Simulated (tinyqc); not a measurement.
The product rho l across metals: free and nearly free electrons in a metal.

Constants: hbar^2/2m0 = 3.80998211 eV angstrom^2; hbar = 6.58211957e-16 eV s.

Free electrons with m = 1; fcc cells hold 4 atoms and bcc cells 2; n = atoms z/a^3, kF = (3 pi^2 n)^(1/3), rho l = hbar kF/(n e^2), e = 1.602176634e-19 C. Inputs are chosen for the exercise.

Results:
```
case     lattice  a (angstrom)  z  rho (micro-ohm cm)  kF (1/angstrom)  EF (eV)  l (nm)  rho l (1e-16 ohm m^2)
near Ag      fcc         4.048  1                1.72            1.213     5.61    48.1                   8.26
near Na      bcc         4.254  1                5.12            0.916     3.20    28.3                  14.49
near Au      fcc         4.083  1                2.35            1.203     5.51    35.8                   8.41
near Al      fcc         4.034  3                2.59            1.756    11.74    15.2                   3.95
near Cu      fcc         3.590  1                1.71            1.368     7.13    38.0                   6.50
near K       bcc         5.281  1                6.77            0.738     2.08    33.0                  22.33
```

What can be read from this table?

rho l falls as n^(-2/3): it is lowest for the case near Al and highest for near K. The lowest bulk rho belongs to near Cu; in very narrow wires, where rho l rules, the order changes. Real Fermi surfaces depart from spheres, most for the polyvalent and noble metals.

(tinyqc, `OMP_NUM_THREADS=1 python tinyqc.py 1680454 1680455 out.jsonl`, Intel(R) Xeon(R) Processor @ 2.30GHz, 1 thread, shared host, about 0.01 s.)
